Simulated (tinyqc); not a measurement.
Space-charge-limited current through a thin insulating or semi-insulating film with traps: one step, computed by the program tinyqc.

One ohmic injecting contact at x = 0 (field zero), drift only, non-degenerate free carriers.

Task: One point of the curve. Free density n_0 = N_c exp(-E_0/k_B T) in equilibrium; trapped density n_t(n) = N_t (n/N_c)^(T/T_c) (the low-temperature form). J = e mu n F and (eps eps_0/e) dF/dx = n - n_0 + n_t(n) - n_t(n_0) = rho(n). With F = J/(e mu n): d = (eps eps_0 J/(e^2 mu)) I_1 and V = (eps eps_0 J^2/(e^3 mu^2)) I_2, I_k = int_(n_L)^infinity dn/(n^(k+1) rho(n)), n_L the density at the anode; with u = n_L/n, 200 Gauss-Legendre points in t, u = 1 - (1 - t)^2. Anode field J/(e mu n_L); Mott-Gurney current (9/8) eps eps_0 mu V^2/d^3; ohmic current e n_0 mu V/d.

Inputs (values chosen for the exercise, modelled on an amorphous oxide semiconductor):

| quantity | value | unit |
|---|---|---|
| permittivity eps | 10 | - |
| band mobility mu | 11 | cm^2/(V s) |
| effective density of states N_c | 4.6e+18 | 1/cm^3 |
| trap density N_t | 1.4e+19 | 1/cm^3 |
| equilibrium Fermi level below the band edge, E_0 | 0.76 | eV |
| thickness d | 40 | nm |
| free density at the anode, in units of N_c | 8.3e-08 | - |
| temperature T | 300 | K |
| characteristic temperature T_c | 700 | K |

Traps: exponential tail.

Constants: k_B = 8.617333262e-05 eV/K; eps_0 = 8.8541878128e-12 F/m; e = 1.602176634e-19 C.

Give: I_1; I_2; current density J; voltage V; anode field over mean field V/d; trap-free Mott-Gurney current; ohmic current.

Result:

I_1 = 1.422e-28 cm^6

I_2 = 2.192e-40 cm^9

current density J = 0.008968 A/cm^2

voltage V = 0.03137 V

anode field over mean field V/d = 1.699

trap-free Mott-Gurney current = 168.5 A/cm^2

ohmic current = 1.086e-08 A/cm^2

Caution: V is below 10 k_B T/e, where diffusion from the contact, left out here, dominates.
